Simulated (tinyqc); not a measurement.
From results back to parameters: electrons shared among three sets of ellipsoidal valleys. Three cases, with inputs chosen for the exercise.

Problem. An ellipsoidal valley with ml > mt has m_d = (ml mt^2)^(1/3) and 1/m_c = (1/ml + 2/mt)/3.

Case 1.

m_d = 0.308677 m0
m_c = 0.188623 m0

Case 2.

m_d = 0.311695 m0
m_c = 0.189209 m0

Case 3.

m_d = 0.308536 m0
m_c = 0.188743 m0

Find: K = ml/mt; ml; mt.

Solution. m_d/m_c = K^(1/3) (2 + 1/K)/3 rises steadily for K > 1, so it fixes K; then mt = m_d/K^(1/3) and ml = K mt.

Case 1.

K = ml/mt = 13.23
ml = 1.727 m0
mt = 0.1305 m0

Case 2.

K = ml/mt = 13.53
ml = 1.770 m0
mt = 0.1308 m0

Case 3.

K = ml/mt = 13.19
ml = 1.722 m0
mt = 0.1306 m0

Computed by tinyqc, one run a case: `OMP_NUM_THREADS=1 python tinyqc.py N N+1 out.jsonl` with N = 1652223, 1652331, 1652348; one thread of a shared Intel(R) Xeon(R) Processor @ 2.30GHz, about 0.01 s a run at most.
